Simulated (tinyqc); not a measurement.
Swing curve: thickness of the top film: thin-film optics by transfer matrices.

Indices N = n + i k. Snell: N0 sin(theta) = N_j sin(theta_j), with Im(N_j cos theta_j) >= 0. Admittance y_j = N_j cos theta_j for s and N_j/cos theta_j for p. Phase delta_j = 2 pi N_j cos theta_j d_j/lambda. Layer matrix [[cos delta, -i sin delta/y], [-i y sin delta, cos delta]], multiplied from the top down to M. (B, C) = M (1, y_sub); r = (y0 B - C)/(y0 B + C), R = |r|^2, T = 4 Re y0 Re y_sub/|y0 B + C|^2, absorbed in the films 1 - R - T.

Inputs chosen for the exercise (indices near those of resist, ARC on Si; not measured data): lam = 365 nm (vacuum wavelength); n0 = 1 (ambient index); n = (1.711, 1.758, 6.581) (n of resist, ARC, substrate); k = (0.026, 0.303, 2.843) (k in the same order); d = (838, 62.5) nm (thicknesses, top first); theta = 30 degrees (angle of incidence); pol = s (polarisation).

The first entry of d takes the values listed.

Stack:
```
d_1 (nm),R,T,absorbed
838.0,0.1610,0.1124,0.7265
856.6,0.1112,0.1173,0.7716
875.2,0.0530,0.1225,0.8245
893.8,0.0498,0.1203,0.8299
912.4,0.1028,0.1114,0.7858
930.9,0.1515,0.1036,0.7448
949.5,0.1538,0.1019,0.7443
968.1,0.1085,0.1056,0.7858
986.7,0.0563,0.1097,0.8340
1005.3,0.0533,0.1077,0.8389
1023.9,0.1009,0.1004,0.7987
1042.5,0.1454,0.0939,0.7608
1061.1,0.1472,0.0923,0.7605
```

R swings between 0.0498 and 0.1610 on these points. The period is lambda/(2 Re(N_1 cos theta_1)) = 111.5 nm, six rows. The swing shrinks from 0.1113 in the first period to 0.1004 in the second, as the film absorbs the wave that returns from below. The swing ratio (max - min)/mean is 1.04.

Computed by tinyqc, a small Python program: `OMP_NUM_THREADS=1 python tinyqc.py 1680451 1680452 out.jsonl` (the numbers bound the seed that draws the inputs); one thread of a shared host (Intel(R) Xeon(R) Processor @ 2.30GHz), about 0.01 s for the whole set of steps.
